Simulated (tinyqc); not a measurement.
Length of a polyene: Hueckel, PPP and singles CI along the polyenes. Computed by the program tinyqc. 

All-trans chains of carbon centres 1.40 angstrom apart:

| parameter | value |
|---|---|
| beta (eV), times 1 +/- alternation | -2.620000 |
| alternation | 0.180000 |
| W (eV) | 11.160000 |
| gamma_rr (eV) | 9.850000 |
| repulsion formula | MN |

Hueckel uses the same beta without repulsion; CIS keeps all single excitations and so misses the low, doubly excited 2Ag state. W is the valence ionisation energy of a centre, MN the Mataga-Nishimoto formula, f the oscillator strength.

Gaps and excitations (eV):

| centres | Hueckel gap | PPP orbital gap | bright singlet (CIS) | f | lowest triplet (CIS) |
|---|---|---|---|---|---|
| 2 | 6.183 | 11.215 | 8.592 | 0.737 | 3.774 |
| 4 | 4.397 | 9.013 | 6.336 | 1.060 | 2.906 |
| 6 | 3.581 | 7.950 | 5.342 | 1.430 | 2.510 |
| 8 | 3.125 | 7.343 | 4.787 | 1.772 | 2.302 |
| 10 | 2.838 | 6.959 | 4.442 | 2.099 | 2.180 |
| 12 | 2.644 | 6.700 | 4.213 | 2.420 | 2.103 |

The Hueckel gap tends to 4 x alternation x |beta| = 1.89 eV for long chains. Exchange opens the PPP orbital gap, and the attraction of electron and hole brings the bright state 2.49 eV below it at 12 centres; the triplet lies 2.11 eV lower still.
